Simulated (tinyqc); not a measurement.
Comparisons within one model: standing waves and exposure in a photoresist film. A value that a table varies takes the place of the one given here.

Normal incidence from air. Unexposed resist: N1 = n1 + i k1 with k1 = (A + B) lam/(4 pi), lam in micrometres. r01 = (1 - N1)/(1 + N1), t01 = 2/(1 + N1). Substrate Ns = ns + i ks: r12 = (N1 - Ns)/(N1 + Ns). With p = exp(2 pi i N1 d/lam), the field at depth z is E(z) = t01 [exp(2 pi i N1 z/lam) + r12 p^2 exp(-2 pi i N1 z/lam)]/(1 + r01 r12 p^2), the relative intensity I(z) = n1 |E(z)|^2 and the reflectance R = |(r01 + r12 p^2)/(1 + r01 r12 p^2)|^2.

Values chosen for the exercise (a resist on Si, indices near tabulated ones; the results hold for these values, not for the real material): lam = 365 nm (vacuum wavelength); n1 = 1.675 (resist index); A = 0.31 1/micrometre (bleachable absorption (Dill A)); B = 0.03 1/micrometre (fixed absorption (Dill B)); d = 1077 nm (resist thickness); ns = 6.534 (substrate n); ks = 2.657 (substrate k).

## Swing of the coupled dose with resist thickness

The mean of I is taken over 800 depths; the relative dose to clear is taken as 1/(mean of I over the lowest period, 60 depths), scaled to 1 in the first row.

Swing:
```
d (nm),R,mean I,relative dose
1077.0,0.3751,0.8429,1.000
1095.2,0.3770,0.8286,1.006
1113.3,0.2590,0.9752,0.851
1131.5,0.0805,1.2054,0.694
1149.6,0.0720,1.2154,0.698
1167.8,0.2411,0.9897,0.864
1186.0,0.3602,0.8261,1.031
1204.1,0.3621,0.8133,1.037
1222.3,0.2451,0.9532,0.881
1240.4,0.0722,1.1667,0.726
1258.6,0.0640,1.1751,0.730
1276.8,0.2288,0.9641,0.897
1294.9,0.3457,0.8105,1.063
```

The period is 109.0 nm, six rows. The relative dose swings between 0.694 and 1.063, a ratio (max - min)/mean of 0.418, against the estimate 4 sqrt(|r01|^2 |r12|^2) exp(-(A + B) d) = 0.449 for the oscillating part alone; the ratio from the table also holds the slow rise from absorption, 6.3 % over two periods, so the two are not strictly comparable. The dose is least sensitive to thickness at an extremum; the lowest dose listed is at 1131.5 nm.

## What moves the exposure

The mean of I is over 800 depths. Each row changes one parameter from the base and keeps the others.

Results:
```
case,|r12|^2,R,mean I,I at the bottom
base,0.4110,0.3751,0.8429,0.0811
d = 1087 nm,0.4110,0.3912,0.8148,0.0789
n1 = 1.692,0.4072,0.3943,0.8102,0.0800
B = 0.23 1/micrometre,0.4104,0.2965,0.7558,0.0677
ks = 2.391,0.4003,0.3688,0.8410,0.0829
ns = 7.187,0.4366,0.3861,0.8523,0.0703
```

The largest shifts from the base row, up to three for each result and ties (the steps differ in size, so this ranks the rows, not the parameters). |r12|^2: ns +0.0256, ks -0.0107, n1 -0.0037; unchanged at the printed digits by d. R: B -0.0787, n1 +0.0192, d +0.0161. mean I: B -0.0870, n1 -0.0326, d -0.0280. I at the bottom: B -0.0134, ns -0.0107, d -0.0022.

(tinyqc, `OMP_NUM_THREADS=1 python tinyqc.py 1650196 1650197 out.jsonl`, Intel(R) Xeon(R) Processor @ 2.30GHz, 1 thread, shared host, about 0.01 s.)
